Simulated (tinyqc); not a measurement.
Grain-boundary trapping model (Seto) of a polycrystalline semiconductor film: one step, computed by the program tinyqc.

Grains of equal size L are joined by thin boundaries with one trap level. Trapped carriers deplete a width W on each side and raise a barrier, crossed by thermionic emission. Dopants are fully ionised, statistics are non-degenerate and mu_g does not depend on T.

Problem. Resistivity and effective mobility. Boundary: sigma_b = L e^2 n_0 exp(-e V_B/k_B T)/sqrt(2 pi m k_B T); drift through the grain, depleted parts included: rho_g = [(1 - 2W/L) + (2W/L) int_0^1 exp(y^2 s^2) ds]/(e n_0 mu_g); rho = 1/sigma_b + rho_g. Mean carrier density n_av = n_0 [(1 - 2W/L) + (2W/L) (sqrt(pi)/2) erf(y)/y], y = sqrt(e V_B/k_B T); effective mobility 1/(e n_av rho).

Inputs (values chosen for the exercise, modelled on polycrystalline silicon): effective mass m = 0.33 m_0; grain size L = 490 nm; doping N = 1.4e+16 1/cm^3; mobility inside the grains mu_g = 200 cm^2/(V s); temperature T = 400 K.

Grain interior: resistance included.

depletion width W = 111.5853 nm

barrier V_B = 0.1347994 V

E_F = -0.2756188 eV

centre density n_0 = 1.40e+16 1/cm^3

Constants: k_B = 8.617333262e-05 eV/K; m_0 = 9.1093837015e-31 kg; k_B = 1.380649e-23 J/K; e = 1.602176634e-19 C.

Give: boundary resistivity; drift resistivity rho_g; resistivity rho; mean carrier density; effective mobility.

Solution.

boundary resistivity = 2.896 ohm cm

drift resistivity rho_g = 9.058 ohm cm

resistivity rho = 11.95 ohm cm

mean carrier density = 1.047e+16 1/cm^3

effective mobility = 49.88 cm^2/(V s)

A single crystal with the same N and mu_g would have 2.23 ohm cm, a factor 5.36 lower.
